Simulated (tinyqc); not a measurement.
Strain as a design knob: strained quantum well: band edges, subbands and transparency.

Growth on (001), barriers unstrained: tr(e) = e (2 - nu2), Z = b e (1 + nu2); Ec = Ev + Eg + ac tr(e), E_HH = Ev + av tr(e) + Z, E_LH = Ev + av tr(e) - Z (coupling to the split-off band left out).

Masses along z: me, 1/(g1 - 2 g2) for HH, 1/(g1 + 2 g2) for LH, likewise in the barrier; in the plane me, 1/(g1 + g2) for HH and 1/(g1 - g2) for LH (no mixing, which understates the hole masses away from k = 0). Level n solves k L + 2 atan[(k/m)/(kappa/mb)] = n pi, k = sqrt(m E/c), kappa = sqrt(mb (V - E)/c), c = hbar^2/2m0.

Transparency (Bernard-Duraffourg): Fc - Fv equals the lowest transition energy with n = p, n = sum m/(2 pi c) kB T ln(1 + exp((Fc - E)/kB T)) and p likewise over the listed subbands; c = hbar^2/2m0, 1/angstrom^2 = 1e16/cm^2.

Constants: hbar^2/2m0 = 3.80998211 eV angstrom^2; kB = 8.617333262e-05 eV/K; hc = 1239.841984 eV nm.

Parameters, chosen for this exercise (near those of an InGaAs/InP well; the results hold for these values, not for the real material):

| symbol | value | unit | meaning |
|---|---|---|---|
| nu2 | 0.991 |  | 2 C12/C11 |
| Eg | 0.768 | eV | unstrained gap of the well |
| Ev | -0.602 | eV | its valence edge |
| ac | -6.15 | eV |  |
| av | 1.08 | eV | Ev moves by av tr(e) |
| b | -1.9 | eV | shear potential |
| Egb | 1.355 | eV | gap of the barrier |
| Evb | -0.94 | eV | its valence edge |
| L | 102 | angstrom | well width |
| me | 0.0447 | m0 | electron mass |
| g1 | 13.36 |  | gamma1 |
| g2 | 5.22 |  | gamma2 |
| meb | 0.08 | m0 |  |
| g1b | 5.08 |  |  |
| g2b | 1.6 |  |  |
| T | 300 | K | temperature |
| es | (-0.02, -0.014, -0.008, -0.003, 0, 0.003, 0.007, 0.012) |  | strains |

Only the strain is changed; the unstrained gap and the masses are kept.

Results:

| e (%) | wavelength (nm) | top hole | hh1 - lh1 (meV) | n_tr (1e12/cm^2) | share in top |
|---|---|---|---|---|---|
| -2.0 | 1416 | hh1 | 176 | 0.468 | 0.64 |
| -1.4 | 1446 | hh1 | 132 | 0.464 | 0.63 |
| -0.8 | 1479 | hh1 | 88 | 0.472 | 0.60 |
| -0.3 | 1507 | hh1 | 51 | 0.505 | 0.52 |
| 0.0 | 1525 | hh1 | 29 | 0.553 | 0.42 |
| 0.3 | 1543 | hh1 | 7 | 0.635 | 0.30 |
| 0.7 | 1615 | lh1 | -23 | 0.605 | 0.76 |
| 1.2 | 1736 | lh1 | -60 | 0.558 | 0.92 |

n_tr is largest at e = +0.3 % (0.63), where hh1 - lh1 = 7 meV and the top subband holds 30 % of the holes, and smallest, 0.46, at -2.0 and -1.4 %. The top hole level turns from hh to lh, and the light from TE to TM, between +0.3 and +0.7 %. The wavelength runs from 1416 to 1736 nm.

tinyqc: `OMP_NUM_THREADS=1 python tinyqc.py 1252214 1252215 out.jsonl`; about 0.01 s, one thread, shared Intel(R) Xeon(R) Processor @ 2.30GHz.
